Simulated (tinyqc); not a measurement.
Global model of a low-pressure process discharge: electron temperature, density, ion flux and ion energy: one step, computed by the program tinyqc.

Maxwellian electrons with temperature T_e in eV, one positive ion, no negative ions, uniform bulk density n; rate constants have the Arrhenius form.

Problem. Energy per pair and density. E_c = E_iz + (X0 exp(-E_ex/T_e) E_ex + K_el (3 m_0/M) T_e)/K_iz; wall potential V_s = (T_e/2) ln(M/(2 pi m_0)); E_T = E_c + 2 T_e + T_e/2 + V_s; n = P/(e u_B A_eff E_T); ion current density J = e h_L n u_B; ionised share n/n_g.

Inputs (values chosen for the exercise, of the order of those of an inductive discharge in a simple atomic gas):
```
quantity                      value   unit
ion mass M                       32      u
ionisation energy E_iz         13.1     eV
excitation prefactor X0     1.2e-14  m^3/s
excitation energy E_ex         9.04     eV
elastic rate constant K_el  1.8e-13  m^3/s
gas temperature T_g             300      K
radius R                         11     cm
height L                         14     cm
absorbed power P                180      W
```

T_e = 1.660274 eV

K_iz = 1.010803e-17 m^3/s

Bohm velocity u_B = 2237.410 m/s

A_eff = 191.5551 cm^2

h_L = 0.1292533

gas density n_g = 7.967268e+20 1/m^3

Constants: m_0 = 9.1093837015e-31 kg; u = 1.6605390666e-27 kg; e = 1.602176634e-19 C.

Give: collisional loss per pair E_c; wall potential V_s; E_T; plasma density n; ion current density J; ionised share.

Solution.

collisional loss per pair E_c = 60.97 eV

wall potential V_s = 7.584 V

E_T = 72.70 eV

plasma density n = 3.606e+11 1/cm^3

ion current density J = 1.671 mA/cm^2

ionised share = 4.526e-04

Collisions take 84 % of the power and the walls the rest. T_e came from the particle balance alone; the power sets only n. Caution: at so short an ion path the formulas for h_L and h_R give way to the ambipolar-diffusion limit.
